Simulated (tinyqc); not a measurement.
# Worked calculation: bandgap voltage reference from two bipolar transistors

tinyqc, about 0.02 s, one thread, Intel Xeon 2.30GHz (shared host): `OMP_NUM_THREADS=1 python tinyqc.py 2062099 2062100 out.jsonl` Printed values are rounded.

Two transistors of area 1 and N carry the same current I. Is(T) = Is (T/T0)^eta exp[(Vg0 q/kB)(1/T0 - 1/T)], VBE1 = Vt ln(I/Is(T)) + I rb, VBE2 = Vt ln(I/(N Is(T))) + I rb/N. The amplifier forces I R1(T) = VBE1 - VBE2 + Vos, with R(T) = R (1 + tc (T - T0)) for both resistors, and the output is Vref = VBE1 + I R2(T). Base currents and the Early effect are neglected.

Parameters, values chosen for the exercise; values of the order met in silicon bipolar transistors: reference temperature T0 = 300 K; band-gap voltage extrapolated to 0 K Vg0 = 1.172 V; temperature exponent of the saturation current eta = 4; saturation current of the unit transistor at T0 Is = 3.1e-16 A; area ratio of the second transistor N = 24; resistor across which the difference of VBE falls, at T0 R1 = 2.1 kohm; temperature coefficient of both resistors tc = 1500 ppm/K; offset of the amplifier Vos = 0 mV; series resistance of the unit transistor rb = 0 ohm; output resistor at T0 R2 = 14.58 kohm; temperature T = 333 K.

Constants: q = 1.602176634e-19 C, kB = 1.380649e-23 J/K. Results are converted to the units shown.

## Operating point at the reference temperature

Vt = kB T/q; I = (Vt ln N + Vos)/(R1(T) - rb (1 - 1/N)). Evaluate at T = T0.

Vt = 0.0258520 V
I = 39.1234 uA
Is(T) = 3.1e-16 A
VBE1 = 0.660807 V
I R2 = 0.570419 V
Vref = 1.23123 V

## Operating point at another temperature

Vt = kB T/q; I = (Vt ln N + Vos)/(R1(T) - rb (1 - 1/N)).

Vt = 0.0286957 V
I = 41.3787 uA
Is(T) = 4.20523e-14 A
VBE1 = 0.594206 V
I R2 = 0.633165 V
Vref = 1.22737 V

From T0 to T, VBE1 changes by -66.6 mV and I R2 by 62.7 mV, which leaves -3.86 mV in Vref.

## Resistor for zero slope at T0, ideal case

With tc = 0, Vos = 0 and rb = 0 the current is proportional to T, dVBE/dT = (VBE - Vg0 - (eta - 1) Vt)/T, and Vref has zero slope at T0 when Vref = Vg0 + (eta - 1) Vt0. Find VBE1, its slope, that Vref, R2/R1 and the curvature d2Vref/dT2 = -(eta - 1) kB/(q T0).

VBE1 = 0.660807 V
dVBE/dT = -1.96250 mV/K
Vref = 1.24956 V
R2/R1 = 7.16596
curvature = -0.861733 uV/K^2
